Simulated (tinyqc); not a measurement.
Gain for each load and current direction: deformation-potential model of the Delta valleys of a conduction band.

Valleys with axes along x, y and z, each a pair at +k and -k. Herring-Vogt shift of a valley with unit axis a: dE = Xd tr(e) + Xu a.e.a. Non-degenerate shares n_i = exp(-dE_i/kT)/sum_j exp(-dE_j/kT). Inverse mass tensor of a valley: (1 - a a)/mt + a a/ml; the masses are taken as independent of strain.

s11 = (C11 + C12)/((C11 - C12)(C11 + 2 C12)), s12 = -C12/((C11 - C12)(C11 + 2 C12)), s44 = 1/C44; exx = s11 sxx + s12 (syy + szz) and cyclic, exy = s44 sxy/2; tension is positive. A uniaxial stress X along the unit vector n is s_ij = X n_i n_j.

Constants: kB = 8.617333262e-05 eV/K.

Inputs chosen for the exercise (near those of Si; the results hold for these values, not for the real material):
- ml = 0.915 m0 (longitudinal mass)
- mt = 0.192 m0 (transverse mass)
- Xd = 1.2 eV (dilation potential)
- Xu = 9.73 eV (uniaxial potential)
- C11 = 167.4 GPa
- C12 = 63.8 GPa
- C44 = 81 GPa
- X1 = 0.8 GPa (size of the stress)
- T = 300 K (temperature)

Each load has the size X1. Gain m_c(0)/m_c - 1 in per cent from repopulation alone, m_c = 1/(u.M.u), M = sum_i n_i (inverse mass tensor); biaxial means sxx = syy.

Gain (%); + is tension, - compression:
```
load                [100]  [010]  [001]  [110]  [1-10]  [111]
uniaxial [110] (+)   18.7   18.7  -37.3   18.7    18.7    0.0
uniaxial [110] (-)  -12.3  -12.3   24.5  -12.3   -12.3    0.0
uniaxial [100] (+)   32.9  -16.5  -16.5    8.2     8.2    0.0
uniaxial [100] (-)  -60.9   30.5   30.5  -15.2   -15.2    0.0
uniaxial [111] (+)    0.0    0.0    0.0    0.0     0.0    0.0
uniaxial [111] (-)    0.0    0.0    0.0    0.0     0.0    0.0
biaxial (001) (+)    30.5   30.5  -60.9   30.5    30.5    0.0
biaxial (001) (-)   -16.5  -16.5   32.9  -16.5   -16.5    0.0
```

How do the results move, and what explains it?

The largest gain is +32.9 %, for uniaxial [100] (+) with the current along [100] and biaxial (001) (-) with the current along [001]; for a [110] channel it is +30.5 %, under biaxial (001) (+). No gain or loss appears under uniaxial [111]: the valleys stay equivalent (in real silicon shear also changes the masses, which this model leaves out).

Program tinyqc; command `OMP_NUM_THREADS=1 python tinyqc.py 1051382 1051383 out.jsonl`; about 0.01 s on one thread of a shared Intel(R) Xeon(R) Processor @ 2.30GHz.
